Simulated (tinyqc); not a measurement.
Changing the bath temperature T2: precursor delivery by bubblers, mass-transport growth and the solid composition of a III-V alloy. Computed by tinyqc, a small Python program. Command: `OMP_NUM_THREADS=1 python tinyqc.py 3025517 3025518 out.jsonl movpe_thermo sweep`. One thread of a shared host (Intel(R) Xeon(R) Processor @ 2.30GHz), about 0.01 s of CPU time with the checks.

1 sccm = 44.615 micromol/min; 1 torr = 133.322 Pa. The sources decompose fully at the surface.

Inputs (values chosen for the exercise, modelled on triethylgallium (source 1) and trimethylindium (source 2) for the vapour pressures):
```
quantity,value,unit
bath temperature T1,289,K
bubbler pressure p_b,600,torr
carrier flow F1,50,sccm
carrier flow F2,250,sccm
total flow F_t,27,slm
group-V flow F_V,220,sccm
reactor pressure p,76,torr
growth temperature T,880,K
diffusivity at 273 K and 760 torr,0.3,cm^2/s
flow cross-section A,61,cm^2
distance from the leading edge z,13,cm
lattice constant a,5.52,angstrom
interaction L0 of the solid,13,kJ/mol
"log10 of p_B,eq over pure BC at 1000 K and 1 torr of group V (exaggerated: liquid indium has about -4.1)",-2.2,log10 torr
enthalpy of that equilibrium H,370,kJ/mol
```

Alloy: mixing on the group-III sites, with desorption of B.

constants a, b of source 1 (log10 torr, K): [8.079, 2162]

constants a, b of source 2 (log10 torr, K): [10.51, 3014]

Constants: k_B = 1.380649e-23 J/K; R = 8.314462618 J/(mol K).

Method:
- log10 p_v = a - b/T_bath; molar flow = F x 44.615 x p_v/(p_b - p_v) for a saturated bubbler.
- p_i = p n_i/(44615 F_t), F_t in slm; p_V = p F_V/(1000 F_t), counted per molecule supplied; V/III = 44.615 F_V/(n1 + n2); vapour fraction of source 2 = n2/(n1 + n2).
- Mean velocity u = (F_t/A)(760/p)(T/273); D = D0 (T/273)^1.75 (760/p); boundary layer delta = sqrt(pi D z/u); flux = D dp/(delta k_B T); growth rate = flux x a^3/4.
- A sticks fully. B desorbs: its surface pressure is p_B* = x gamma_B K/sqrt(p_V), ln gamma_B = L0 (1 - x)^2/(R T), K = 10^(log10 K at 1000 K) exp[-(H/R)(1/T - 1/1000)], p_V in torr. With equal diffusivities x = (p_2 - p_B*)/(p_1 + p_2 - p_B*). Growth rate = rate per torr x p_1/(1 - x).

One run for each value:
```
bath temperature T2 (K),vapour pressure 2 (torr),molar flow 2 (micromol/min),vapour fraction of source 2,solid fraction x
276,0.3888,7.23,0.32777,0.32118
281,0.6082,11.32,0.43278,0.42786
286,0.9366,17.44,0.54037,0.53705
291,1.4211,26.48,0.64097,0.63890
296,2.1260,39.66,0.72782,0.72660
301,3.1384,58.65,0.79815,0.79745
306,4.5743,85.69,0.85244,0.85206
311,6.5869,123.81,0.89302,0.89281
```

Describe the trends.

Over the rows, vapour pressure 2 (torr) rises from 0.389 to 6.59 (exponent d ln y / d ln x 25 between the first rows and 22 between the last); molar flow 2 (micromol/min) rises from 7.23 to 124 (exponent d ln y / d ln x 25 between the first rows and 23 between the last); vapour fraction of source 2 rises from 0.328 to 0.893 (exponent d ln y / d ln x 15 between the first rows and 2.9 between the last).

Caution (all rows): the boundary layer is a quarter or more of the root of the cross-section, so it fills much of the channel and depletion along the flow matters.

Extremes, crossings and ranges named in words are read from the listed rows.
